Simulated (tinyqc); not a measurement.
# Input admittance of a MOSFET at zero drain bias: distributed channel and distributed gate: what changes with what

Source and drain grounded, strong inversion, w = 2 pi f, Cox = eps0 eox/tox. The channel is an RC line of resistance 1/(mu Cox Vo) per square fed from both ends, so one finger has the intrinsic admittance y = i w Cox L tanh(g)/g per width, g = (1/2) sqrt(i w tau), tau = L^2/(mu Vo). The vertical resistance rv/L is in series with y, the overlaps 2 i w Cov in parallel: y_t = 1/(1/y + rv/L) + 2 i w Cov. The gate strip is a line of Rsh/L per length loaded by y_t, so a finger has Y = y_t Wf tanh(k)/k, k = (Wf/sd) sqrt(y_t Rsh/L); the device has Nf Y.

Values chosen for this exercise; values of the order met in silicon radio-frequency transistors:
- eox = 3.9 (relative permittivity of the gate insulator (close to silicon dioxide))
- tox = 6.2 nm (insulator thickness)
- L = 1.3 um (channel length)
- Wf = 15 um (finger width)
- Nf = 1 (number of fingers)
- mu = 190 cm^2/(V s) (channel mobility)
- Vo = 0.51 V (gate overdrive)
- Rsh = 25 ohm/square (sheet resistance of the gate)
- rv = 2.2 ohm um^2 (vertical resistivity of the gate stack)
- sd = 1 (number of ends at which a finger is contacted)
- Cov = 0.37 fF/um (overlap and fringe capacitance on each side)
- f = 1.2 GHz (frequency)

Constants: eps0 = 8.8541878128e-14 F/cm where lengths are in cm. Results are converted to the units shown.

Each table varies one quantity; the others keep the values above.

## Input impedance against frequency

Low-frequency limits, with c = Cox L and ct = c + 2 Cov: R_strip = Rsh Wf/(3 sd^2 L Nf), R_ch = (c/ct)^2 L/(12 mu Cox Vo Wf Nf), R_vert = (c/ct)^2 rv/(L Wf Nf), C = ct Wf Nf. Z = 1/(Nf Y) = R + 1/(i w C), Q = |Im Z|/R, far-point signal |1/cosh k|.

The same in every row: low-frequency R (ohm) = 206.4.

Results:
```
f (GHz)	w tau	|k|	R (ohm)	C (fF)	Q	signal at the far point
0.01	0.01096	0.04658	206.4	119.7	644.2	1.000
0.03	0.03287	0.08068	206.4	119.7	214.7	1.000
0.09	0.09862	0.1397	206.4	119.7	71.58	0.9999
0.2	0.2192	0.2083	206.4	119.7	32.21	0.9995
0.7	0.7671	0.3892	206.3	119.5	9.222	0.9938
2	2.192	0.6515	205.5	118.2	3.277	0.9535
10	10.96	1.235	192.2	95.53	0.8666	0.6463
40	43.83	1.730	139.7	44.10	0.6459	0.4314
```

Estimate the missing row, f = 5 GHz.

Computed row:
```
f (GHz)	w tau	|k|	R (ohm)	C (fF)	Q	signal at the far point
5	5.479	0.9800	201.5	111.5	1.417	0.8083
```

With this row back in the table: R falls from 206 to 140 ohm and C falls from 120 to 44.1 fF. Q goes as f^(-1.00) between the first two rows and f^(-0.21) between the last two, where w tau = 43.8 and |k| = 1.73. The low-frequency limits hold both R and C within 5 % up to f = 2 GHz among the rows.

## Dividing a fixed width into fingers

Total width Wf Nf = 15 um; each finger also has a contact resistance Rc at each contacted end, which adds Rc/(sd Nf). The resistances are low-frequency limits, good while |k| is below about 1; the far-point signal is |1/cosh k| at f, without Rc.

The same in every row: R_ch + R_vert (ohm) = 110.2.

Results:
```
Nf	Wf (um)	R_strip (ohm)	Rc/(sd Nf) for Rc = 30 ohm (ohm)	sum (ohm)	signal at the far point
1	15.00	96.15	30.00	236.4	0.9821
2	7.500	24.04	15.00	149.3	0.9965
8	1.875	1.502	3.750	115.5	0.9998
16	0.9375	0.3756	1.875	112.5	1.000
32	0.4688	0.09390	0.9375	111.3	1.000
64	0.2344	0.02348	0.4688	110.7	1.000
128	0.1172	0.005869	0.2344	110.5	1.000
```

Estimate the missing row, Nf = 4.

Computed row:
```
Nf	Wf (um)	R_strip (ohm)	Rc/(sd Nf) for Rc = 30 ohm (ohm)	sum (ohm)	signal at the far point
4	3.750	6.010	7.500	123.8	0.9992
```

With this row back in the table: R_strip falls as 1/Nf^2, from 96.2 to 0.00587 ohm, the contact term as 1/Nf, and R_ch + R_vert stays at 110 ohm since the total width is fixed. The sum is within a factor 1.5 of that floor from Nf = 2 on. More fingers add wiring capacitance, which is left out.

tinyqc, about 0.01 s, one thread, Intel Xeon 2.30GHz (shared host): `OMP_NUM_THREADS=1 python tinyqc.py 2262175 2262176 out.jsonl`
